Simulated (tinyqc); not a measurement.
The square root of alpha at three temperatures: phonon-assisted absorption at an indirect gap.

alpha(E) = sum_j A_j [N_j (E - Eg + w_j)^2 + (N_j + 1)(E - Eg - w_j)^2], each bracket counted only where its base is positive; N_j = 1/(exp(w_j/kB T) - 1). The first term absorbs a phonon and the second emits one; excitons and direct transitions are left out.

Constants: kB = 8.617333262e-05 eV/K.

Values chosen for the exercise (out of a larger set: loosely those of Si at room temperature; Eg is not tied to T; not measured data):

| symbol | value | unit | meaning |
|---|---|---|---|
| Eg | 1.126 | eV | indirect gap, held fixed unless listed |
| w | (59.1, 18.7) | meV | two zone-edge phonons |
| A | (3000, 620) | 1/(cm eV^2) | their strengths |

The gap is held fixed, so only the phonon occupations change.

sqrt(alpha) (1/cm^(1/2)):

| E - Eg (eV) | 4 K | 300 K | 600 K |
|---|---|---|---|
| -0.04 | 0.000 | 0.352 | 0.716 |
| -0.02 | 0.000 | 0.720 | 1.465 |
| 0.00 | 0.000 | 1.179 | 2.324 |
| 0.02 | 0.032 | 1.732 | 3.305 |
| 0.04 | 0.530 | 2.428 | 4.430 |
| 0.07 | 1.410 | 3.718 | 6.364 |
| 0.10 | 3.019 | 5.511 | 8.744 |
| 0.15 | 5.956 | 8.934 | 13.172 |
| 0.20 | 8.941 | 12.514 | 17.802 |
| 0.30 | 14.939 | 19.804 | 27.255 |
| 0.60 | 32.973 | 41.893 | 55.979 |

Give the missing row, E - Eg (eV) = 0.45.

Computed row:
```
E - Eg (eV)     4 K   300 K   600 K
0.45         23.953  30.832  41.588
```

Below the gap only phonon absorption acts: at E - Eg = -0.02 eV sqrt(alpha) is 0.000, 0.720 and 1.465 at 4, 300 and 600 K. A straight line through the last two rows meets the axis at E - Eg = +0.0517, +0.0319 and +0.0165 eV: the intercept is roughly a weighted mean of the thresholds, not the gap, and it moves from the emission side towards Eg as the occupations grow. At the last row alpha grows by a factor 2.88 from the lowest to the highest temperature at fixed gap.

Program tinyqc; command `OMP_NUM_THREADS=1 python tinyqc.py 1651037 1651038 out.jsonl`; about 0.01 s on one thread of a shared Intel(R) Xeon(R) Processor @ 2.30GHz.
